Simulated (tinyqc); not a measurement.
# Stacked nanosheet transistor, parasitic resistance, capacitance and delay: effect of the supply voltage

Ns sheets share one contact on top; each has perimeter p = 2 (Ws + ts) and cross-section A = Ws ts; contact width Wc = Ws + 10 nm, stack height Hs = Ns pv. Sheet 1 is the top one. Contact length Lc = CPP - Lg - 2 Lsp, shared by two neighbouring gates. Source and drain sides are equal. The formulas are first-order estimates, not field solutions.

Epitaxy sheet resistance Rsh = re/te, transfer length LT = sqrt(rc/Rsh), contact Rc = [sqrt(rc Rsh)/Wc] coth(Lc/(2 LT)); extension of one sheet Rx = rx Lsp/A. With N sheets: gate Cg = Cinv p N Lg; per side, plate Cp = ks eps0 [Wc (Hs + Hc) - N A]/Lsp, top fringe Cf = (2/pi) ks eps0 Wc ln(1 + Lg/(2 Lsp)), overlap Co = Cinv p N Lov. One sheet: I = p Q vx u/(1 + |u|^1.8)^(1/1.8), Q = Cinv n Vt ln(1 + exp((Vg' - VT + dl Vd')/(n Vt))), u = Vd' mu/(vx Lg), Vg' = Vgs - v, Vd' = Vds - 2 v, with the drop on each side v_j = Rc sum I + rv (sum over levels k = 2..j of the current of sheets k..Ns) + Rx I_j. Ieff = [I(Vgs = Vdd, Vds = Vdd/2) + I(Vdd/2, Vdd)]/2, total currents. With Cs = Cp + Cf + Co, the load of an inverter of two such devices driving an equal one is CL = 2 (Cg + 2 Cs) + 4 Cs + Cw (own drains counted twice for the Miller effect); delay CL Vdd/(2 Ieff).

Parameters, values chosen for the exercise; values close to those of silicon logic devices:
```
symbol    value        unit                                   meaning
T           300           K                               temperature
Ns            3                                      number of sheets
Ws           20          nm                               sheet width
ts            5          nm                           sheet thickness
pv           14          nm              vertical pitch of the sheets
rv          213         ohm  vertical resistance between sheet levels
CPP          70          nm                      contacted gate pitch
Lg           14          nm                               gate length
Lsp           4          nm                             spacer length
ks          3.3                   relative permittivity of the spacer
Hc           15          nm       gate height above the channel stack
rc      8.8e-10    ohm cm^2                       contact resistivity
re      0.00079      ohm cm   resistivity of the source-drain epitaxy
te           20          nm     current-carrying depth of the epitaxy
rx       0.0014      ohm cm              resistivity of the extension
Lov           1          nm                              gate overlap
Cinv        2.4     uF/cm^2                     inversion capacitance
vx        1.3e7        cm/s                        injection velocity
mu          260  cm^2/(V s)                         apparent mobility
VT          0.2           V           threshold at zero drain voltage
dl        0.038         V/V                          barrier lowering
n          1.08                                   subthreshold factor
Cw         0.06          fF                                 wire load
```

Constants: q = 1.602176634e-19 C, kB = 1.380649e-23 J/K, eps0 = 8.8541878128e-12 F/m, Vt = kB T/q. Results are converted to the units shown.

The same in every row: Rc (ohm) = 213.0; Rx/N (ohm) = 186.7; CL (aF) = 276.5.

Result of one run:
```
Vdd (V),Ieff (uA),delay (ps)
0.85,162.7,0.7222
```

What becomes of these results when the supply voltage Vdd is changed from 0.85 to 0.75 V, all else the same?

Result of the changed run:
```
Vdd (V),Ieff (uA),delay (ps)
0.75,134.4,0.7716
```

The whole series:
```
Vdd (V),Ieff (uA),delay (ps)
0.45,51.84,1.200
0.55,78.46,0.9691
0.65,106.2,0.8461
0.75,134.4,0.7716
0.85,162.7,0.7222
0.95,191.2,0.6869
```

As Vdd goes from 0.45 to 0.95 V, Ieff rises from 51.8 to 191 uA, CL stays at 277 aF and the delay falls from 1.20 to 0.687 ps.

Program tinyqc, `OMP_NUM_THREADS=1 python tinyqc.py 2170164 2170165 out.jsonl`; Intel Xeon 2.30GHz, shared host, one thread, about 0.1 s.
